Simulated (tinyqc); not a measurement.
# Worked calculation: ferroelectric switching, Landau-Khalatnikov equation

Numbers from tinyqc (`OMP_NUM_THREADS=1 python tinyqc.py 2860145 2860146 out.jsonl`; about 0.1 s on one thread of a shared Intel Xeon 2.30GHz). Printed values are rounded.

One domain: rho dP/dt = E - (2 al P + 4 be P^3), with al = -3 sqrt(3) Ec/(4 Pr), be = 3 sqrt(3) Ec/(8 Pr^3), so that the static loop has remanence Pr and coercive field Ec. With P in uC/cm^2, E in kV/cm, rho in ohm m and t in ns, dP/dt = [E - 2 al P - 4 be P^3]/(100 rho).

Parameters, values chosen for the exercise; remanent polarisation and coercive field close to those of barium titanate films:
- Pr = 24 uC/cm^2 (remanent polarisation)
- Ec = 45 kV/cm (static coercive field)
- rho = 34 ohm m (viscosity of the polarisation)
- Em = 130 kV/cm (field amplitude)
- dt = 160 ns (time step)

## Landau coefficients and time scales

al = -3 sqrt(3) Ec/(4 Pr), be = 3 sqrt(3) Ec/(8 Pr^3). Relaxation time at remanence tau = 100 rho/(-4 al); final state: the largest root Pf of 2 al P + 4 be P^3 = Em; relaxation time there 100 rho/(2 al + 12 be Pf^2).

al = -2.43570 kV cm/uC
be = 0.00211432 kV cm^5/uC^3
tau = 348.976 ns
Pf = 32.4084 uC/cm^2
relaxation time at Pf = 156.130 ns

## Step 1: one time step

P at t = 0 = -24 uC/cm^2

The constant field E = Em acts from t = 0. Implicit Euler: P(new) solves P(new) = P + dt dP/dt(P(new)), a cubic with one real root; the rate listed is (P(new) - P)/dt.

dP/dt = 0.0286283 uC/(cm^2 ns)
P after step 1 = -19.4195 uC/cm^2

## Step 2: one time step

As before.

dP/dt = 0.0252487 uC/(cm^2 ns)
P after step 2 = -15.3797 uC/cm^2

## Step 3: one time step

As before.

dP/dt = 0.0256456 uC/(cm^2 ns)
P after step 3 = -11.2764 uC/cm^2

## Course of the switching

P starts at -Pr. The reference is a fourth-order Runge-Kutta run with 40 substeps a step; the run counts as sound if it ends within 1 % of Pf.

Course of the iteration:

| step | t (ns) | P (uC/cm^2) | reference (uC/cm^2) |
|---|---|---|---|
| 1 | 160 | -19.4195 | -18.8645 |
| 2 | 320 | -15.3797 | -14.6886 |
| 3 | 480 | -11.2764 | -10.6458 |
| 4 | 640 | -6.54810 | -6.21320 |
| 5 | 800 | -0.558393 | -0.903212 |
| 6 | 960 | 7.03308 | 5.72416 |
| 7 | 1120 | 15.2358 | 13.6303 |
| 8 | 1280 | 22.1176 | 21.4950 |
| 9 | 1440 | 26.7497 | 27.2438 |
| 10 | 1600 | 29.4517 | 30.3016 |
| 11 | 1760 | 30.9056 | 31.6123 |
| 12 | 1920 | 31.6555 | 32.1171 |
| 13 | 2080 | 32.0338 | 32.3031 |
| 14 | 2240 | 32.2227 | 32.3705 |
| 15 | 2400 | 32.3165 | 32.3948 |
| 16 | 2560 | 32.3630 | 32.4035 |
| 17 | 2720 | 32.3859 | 32.4066 |
| 18 | 2880 | 32.3973 | 32.4077 |
| 19 | 3040 | 32.4029 | 32.4081 |

P first turns positive at t = 960 ns among the steps, the reference at 960 ns (exactly 824 ns); the last value is 0.017 % below Pf. The largest gap to the reference is 1.6 uC/cm^2.
